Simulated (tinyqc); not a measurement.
Solute against host over temperature: five-frequency model of solute diffusion by vacancies in an fcc metal. Computed by tinyqc, a small Python program. Command: `OMP_NUM_THREADS=1 python tinyqc.py 3011186 3011187 out.jsonl fivefreq walk`. One thread of a shared host (Intel(R) Xeon(R) Processor @ 2.30GHz), about 0.07 s of CPU time with the checks.

A vacancy next to the solute exchanges with it (w2), jumps to one of 4 sites that also neighbour the solute (w1) or to one of 7 that do not (w3); w4 is the reverse of w3 and w0 the host jump.

Inputs (values chosen for the exercise, for a model solute in a host close to copper):
```
quantity                                      value      unit
barrier E0 (host jump)                          0.7        eV
barrier E1 (vacancy circles the solute)       0.612        eV
barrier E2 (exchange)                         0.743        eV
barrier E3 (dissociation)                     0.833        eV
binding energy E_b (positive for attraction)    0.2        eV
vacancy formation energy E_f                    1.3        eV
formation entropy S_f                           1.2       k_B
attempt frequency nu                              9       THz
lattice constant a                             3.61  angstrom
temperature T                                   612         K
```

Constants: k_B = 8.617333262e-05 eV/K.

Method:
- w_i = nu exp(-E_i/(k_B T)); detailed balance gives E4 = E3 - E_b.
- Manning: with y = w4/w0, 7F = 7 - (10 y^4 + 180.5 y^3 + 927 y^2 + 1341 y)/(2 y^4 + 40.2 y^3 + 254 y^2 + 597 y + 436); f2 = (2 w1 + 7F w3)/(2 w2 + 2 w1 + 7F w3).
- c_v = exp(S_f - E_f/(k_B T)); host D0 = a^2 c_v w0 x 0.7815; solute D2 = a^2 c_v exp(E_b/(k_B T)) w2 f2; 1 angstrom^2 = 1e-16 cm^2.

Diffusion:
```
T (K)       f2  D0 (cm^2/s)  D2 (cm^2/s)   D2/D0
398    0.97858   1.4382e-27   1.7520e-25  121.82
459    0.96504   3.3383e-24   2.1827e-22   65.38
520    0.94959   1.2577e-21   5.0794e-20   40.39
612    0.92494   1.0315e-18   2.3963e-17   23.23
704    0.90102   1.4648e-16   2.2466e-15   15.34
796    0.87938   6.6158e-15   7.3427e-14   11.10
887    0.86082   1.3173e-13   1.1317e-12    8.59
```

What follows from these numbers?

The apparent activation energy of D2 is 1.839 eV between the coldest rows and 1.829 eV between the hottest; without correlation it would be E_f - E_b + E2 = 1.843 eV, and the host has 2.000 eV. f2 is not small, so the exchange barrier governs.
